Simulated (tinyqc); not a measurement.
# A spin-degenerate level with charging energy between two leads, rate equations: effects of single changes

States 0, up, down and 2 with energies 0, e1 - Ez/2, e1 + Ez/2 and 2 e1 + U. mu_L = +V/2, mu_R = -V/2 (meV), f(x) = 1/(1 + exp(x/kB T)). A transition that adds one electron of given spin at the energy E has the rate G f(E - mu) from each lead, and its reverse G [1 - f(E - mu)]. I counts electrons leaving the left lead, times q.

Values chosen for this exercise:
- U = 7.9 meV (charging energy of the second electron)
- GL = 0.094 1/ns (tunnel rate to the left lead)
- GR = 0.1 1/ns (tunnel rate to the right lead)
- T = 3.9 K (temperature)
- Ez = 0 meV (Zeeman splitting)

Constants: q = 1.602176634e-19 C, kB = 1.380649e-23 J/K, Vt = kB T/q. Results are converted to the units shown.

Each table varies one quantity; the others keep the values above.

## Effect of unequal tunnel rates

Here e1 = 1.975 meV, Ez = 0 and V = +/- 11.85 mV, so that only the 0-1 transitions lie in the window. Transition energies: 0-up e1 - Ez/2, 0-down e1 + Ez/2, up-2 e1 + U + Ez/2, down-2 e1 + U - Ez/2. dp/dt = W p; W_ji is the rate from state i to j, and each column sums to zero. Steady state: W p = 0 with sum p = 1. I = q GL sum over transitions i-j of [fL p_i - (1 - fL) p_j].

Results:
```
GR (1/ns)  I at +V (pA)  I at -V (pA)  |I(+V)/I(-V)|  (GL + 2 GR)/(2 GL + GR)
0.0056           0.8713        -1.603         0.5434                   0.5434
0.014             2.088        -3.456         0.6040                   0.6040
0.034             4.613        -6.322         0.7297                   0.7297
0.086             9.454        -9.738         0.9708                   0.9708
0.21              15.89        -12.31          1.291                    1.291
1.3               26.32        -14.53          1.810                    1.810
```

Estimate the missing row, GR = 0.53 1/ns.

Computed row:
```
GR (1/ns)  I at +V (pA)  I at -V (pA)  |I(+V)/I(-V)|  (GL + 2 GR)/(2 GL + GR)
0.53              22.23        -13.83          1.607                    1.607
```

With this row back in the table: The ratio of the two currents rises from 0.543 to 1.81 and agrees with the last column to better than 0.01 %. An empty dot can be filled with either spin but a filled one empties in one way, so I = 2 q G_in G_out/(2 G_in + G_out): the current is larger when the slower junction is the entrance.

## Shape of a conductance peak

Same model as above.

The conductance is dI/dV at V = 0; the last column divides it by q^2 GL GR/((GL + GR) 4 kB T), the peak of one spinless level.

Result of one run:
```
e1 (meV)  dI/dV (nS)  mean number  scaled
0.269          7.543       0.4732   1.306
```

What becomes of these results when the level e1 is changed from 0.269 to -0.269 meV, all else the same?

Result of the changed run:
```
e1 (meV)  dI/dV (nS)  mean number  scaled
-0.269         5.846       0.8166   1.012
```

The whole series:
```
e1 (meV)  dI/dV (nS)  mean number   scaled
-1.344        0.4121       0.9909  0.07135
-1.075        0.8877       0.9800   0.1537
-0.807         1.836       0.9567   0.3179
-0.538         3.522       0.9084   0.6099
-0.269         5.846       0.8166    1.012
0              7.700       0.6667    1.333
0.269          7.543       0.4732    1.306
0.538          5.526       0.2875   0.9569
0.807          3.249       0.1534   0.5627
1.075          1.675      0.07547   0.2900
1.344         0.8023      0.03537   0.1389
```

The conductance peaks at e1 = 0 meV among the rows, with the scaled height 1.33. For U >> kB T the 0-1 peak lies at e1 = +(kB T/2) ln 2 = 0.116 meV, with the height 8/(1 + sqrt 2)^2 = 1.373: two spin states on one side of the transition and one state on the other shift and raise it.

Range of the model: Rate equations need hbar G well below kB T; cotunnelling and the Kondo effect are left out.

Numbers from tinyqc (`OMP_NUM_THREADS=1 python tinyqc.py 2780121 2780122 out.jsonl`; about 0.01 s on one thread of a shared Intel Xeon 2.30GHz).
